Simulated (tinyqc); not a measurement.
Worked calculation: equilibrium crystal shape, supported particles, Gibbs-Thomson effect and coarsening. Computed by tinyqc, a small Python program that keeps every step. Command: `OMP_NUM_THREADS=1 python tinyqc.py 3007763 3007764 out.jsonl wulff walk`. One thread of a shared host (Intel(R) Xeon(R) Processor @ 2.30GHz), about 0.02 s of CPU time with the checks. Intermediate numbers are printed to about 7 digits and carried at full precision; extremes and crossings named in words are read from the listed rows.

A cubic crystal bounded by {100}, {110} and {111} facets only.

Inputs (values chosen for the exercise, for a model cubic crystal): atomic volume Omega = 16.61 angstrom^3; atoms in the particle N = 77000; work of adhesion W_a = 0.62 J/m^2; temperature T = 625 K; precipitate interface energy gamma_i = 0.25 J/m^2; solubility x_inf at a flat interface = 0.0093; diffusivity D = 1.5e-16 m^2/s; mean radius at the start r0 = 6.8 nm; time t = 360000 s.

Surface energies: given.

surface energies gamma(100), gamma(110), gamma(111) (J/m^2): [0.989, 1.18, 0.94]

Constants: e = 1.602176634e-19 C; k_B = 8.617333262e-05 eV/K; k_B = 1.380649e-23 J/K.

## Surface energies

The energies and Omega are given.

gamma (J/m^2): (100) 0.989, (110) 1.180, (111) 0.940

Omega = 16.61 angstrom^3

## The Wulff shape

Wulff construction: the facet planes lie at distances lambda gamma from the centre, and the shape is the region inside all of them; V = (1/3) sum of area x distance. gamma_mean = sum A gamma / sum A; shape factor eta = A/V^(2/3) (4.836 for a sphere). lambda follows from V = N Omega.

area fractions: {100} 0.3317211, {110} 0.0000000, {111} 0.6682789

gamma_mean = 0.9562543 J/m^2

shape factor eta = 5.258878

distances of the planes from the centre (nm): {100} 6.404293, {110} 7.641118, {111} 6.086992

surface energy per atom = 0.04802923 eV

Present: {100}, {111}. {110} is absent: it appears only for gamma(110) below 1.151 J/m^2, the lower of sqrt(2) gamma(100) and sqrt(3/2) gamma(111).

## Chemical potential of the particle

For the Wulff shape mu - mu(bulk) = 2 Omega gamma/h, with gamma and h = lambda gamma the energy and distance of any one facet plane, here (111); the vapour pressure rises by exp[(mu - mu(bulk))/(k_B T)].

mu - mu(bulk) = 32.01948 meV

pressure ratio = 1.812148

This is 2/3 of the surface energy per atom (0.6667), since the total surface energy goes as N^(2/3).

## The particle on a substrate

Winterbottom: the particle sits on its largest facet family, {111}, with energy gamma_f; the substrate plane cuts the shape at the distance lambda (gamma_f - W_a) below the centre. Height over that of the free particle at the same lambda = (2 gamma_f - W_a)/(2 gamma_f). An isotropic particle with gamma_mean has cos(theta) = W_a/gamma_mean - 1 (Young-Dupre); a film dewets into particles whenever W_a < 2 gamma.

relative height = 0.6702128

contact angle theta = 110.5875 degrees

W_a is below gamma_f: more than half of the shape shows.

## Gibbs-Thomson solubility and coarsening

Spherical precipitates of nearly pure solute with atomic volume Omega: x(r) = x_inf exp(l/r), l = 2 gamma_i Omega/(k_B T). Diffusion-limited coarsening at small volume fraction (Lifshitz-Slyozov-Wagner): r^3 = r0^3 + K t, K = (4/9) D x_inf l; the number density falls as (r0/r)^3. The steady size distribution is assumed from the start, and D and x_inf are inputs that do not follow T.

capillary length l = 0.9624459 nm

x(r0)/x_inf = 1.152042

rate constant K = 0.5967165 nm^3/s

mean radius at t = 59.91956 nm

number density over its start = 0.001461575

The time to double the radius is 7 r0^3/K = 3700 s; t is 98 times that.

## Shape against the ratio gamma(100)/gamma(111)

Wulff construction: the facet planes lie at distances lambda gamma from the centre, and the shape is the region inside all of them; V = (1/3) sum of area x distance. gamma_mean = sum A gamma / sum A; shape factor eta = A/V^(2/3) (4.836 for a sphere). gamma(110)/gamma(111) is held at the value of this crystal.

Area fractions:
```
gamma(100)/gamma(111)     {100}  {110}     {111}       eta
0.550                  1.000000      0  0.000000  6.000000
0.631                  0.980957      0  0.019043  5.928443
0.758                  0.834562      0  0.165438  5.580842
0.894                  0.576667      0  0.423333  5.304059
1.050                  0.334309      0  0.665691  5.258194
1.180                  0.201968      0  0.798032  5.333686
1.370                  0.080118      0  0.919882  5.503250
1.750                  0.000000      0  1.000000  5.719106
```

{100} holds 100 % of the area in the first row and 0 % in the last; without {110} the limits are a cube below 1/sqrt(3) = 0.577 and an octahedron above sqrt(3) = 1.732. The roundest shape among these rows (eta = 5.258) is at the ratio 1.05; {110} never shows.

Checks made by the program: volume against one third of area times distance (relative difference below 1e-10).
